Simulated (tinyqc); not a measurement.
# Metal gate on a two-layer dielectric stack with fixed charge and a dipole, step by step

Program tinyqc, `OMP_NUM_THREADS=1 python tinyqc.py 2010140 2010141 out.jsonl`; Intel Xeon 2.30GHz, shared host, one thread, about 0.01 s. Printed values are rounded.

Gate, layer 2, layer 1, p-type semiconductor; x runs from the gate inwards. Charges are counted in units of +q. psi is the band bending at the surface, positive towards inversion. Classical charge, Boltzmann statistics, no interface traps.

Parameters, values chosen for the exercise; band and dielectric values close to those of silicon, layer 1 close to silicon nitride, layer 2 close to zirconium oxide: temperature T = 250 K; band gap Eg = 1.1 eV; relative permittivity eps_r = 11.6; conduction-band density of states at T Nc = 2.12e19 cm^-3; valence-band density of states at T Nv = 1.99e19 cm^-3; electron affinity chi = 4.03 eV; acceptor density Na = 2.2e17 cm^-3; work function of the gate metal pM = 4.06 eV; thickness of layer 1, next to the semiconductor t1 = 1.4 nm; relative permittivity of layer 1 e1 = 7.48; thickness of layer 2, next to the gate t2 = 1.8 nm; relative permittivity of layer 2 e2 = 25.4; fixed charge at the semiconductor interface Q1 = 2.2e11 cm^-2; fixed charge between the layers Q2 = -1.4e12 cm^-2; uniform charge density in layer 1 r1 = 0 cm^-3; uniform charge density in layer 2 r2 = 2.3e18 cm^-3; flat-band shift by a dipole layer between the layers Vd = 0.13 V; band bending psi of the working point ps = -0.046 V.

Constants: q = 1.602176634e-19 C, kB = 1.380649e-23 J/K, Vt = kB T/q, eps0 = 8.8541878128e-14 F/cm where lengths are in cm. Results are converted to the units shown.

## Equivalent thickness and work-function difference

EOT = 3.9 (t1/e1 + t2/e2), Cox = eps0/(t1/e1 + t2/e2); phi_ms = pM - (chi + Eg - Vt ln(Nv/Na)).

EOT = 1.00632 nm
Cox = 3.43143 uF/cm^2
share of layer 1 in the EOT = 72.5359 %
phi_ms = -0.972951 V

## Flat-band voltage, term by term

EOT = 3.9 (t1/e1 + t2/e2), Cox = eps0/(t1/e1 + t2/e2); phi_ms = pM - (chi + Eg - Vt ln(Nv/Na)). Vfb = phi_ms + Vd - (q/eps0) [Q1 (t1/e1 + t2/e2) + Q2 t2/e2 + r1 (t1^2/(2 e1) + t1 t2/e2) + r2 t2^2/(2 e2)]: each charge counts with its electrical distance from the gate.

terms (V): phi_ms -0.972951, dipole 0.130000, Q1 -0.010272, Q2 0.017953, r1 0.000000, r2 -0.002654
Vfb = -0.837924 V

Apart from phi_ms the largest term is that of dipole, 130 mV; all charges and the dipole together move Vfb by 135 mV.

## Threshold voltage

ni = sqrt(Nc Nv) exp(-Eg/(2 Vt)), Eg in volts, pB = Vt ln(Na/ni), Vth = Vfb + 2 pB + sqrt(4 q eps0 eps_r Na pB)/Cox.

ni = 1.67912e8 cm^-3
pB = 0.452269 V
depletion charge = 0.255916 uC/cm^2
Vth = 0.141194 V

## Charge in the semiconductor

ni = sqrt(Nc Nv) exp(-Eg/(2 Vt)), Eg in volts. Qs = -sign(psi) sqrt(2 q eps0 eps_r Na Vt [exp(-u) + u - 1 + (ni/Na)^2 (exp(u) - u - 1)]), u = psi/Vt.

Qs = 0.0911278 uC/cm^2

The surface is accumulated.

## Fields and voltage drops

Gauss: D = -Qs just inside the semiconductor; going towards the gate subtract q Q1, then q r1 t1, q Q2 and q r2 t2. Field = D/(eps0 e); the drop over a layer is its mean field times its thickness; Vg = phi_ms + Vd + psi + both drops.

| place | D (uC/cm^2) | field (MV/cm) |
|---|---|---|
| layer 2, gate side | 0.031599 | 0.014050 |
| layer 2, inner side | 0.097929 | 0.043544 |
| layer 1, outer side | -0.126376 | -0.190815 |
| layer 1, semiconductor side | -0.126376 | -0.190815 |
| semiconductor surface | -0.091128 | -0.088725 |

drop over layer 2 = 0.00518350 V
drop over layer 1 = -0.0267141 V
Vg = -0.910481 V

The same Vg follows from Vfb + psi - Qs/Cox. The largest field, 0.191 MV/cm in size, is at: layer 1, outer side.
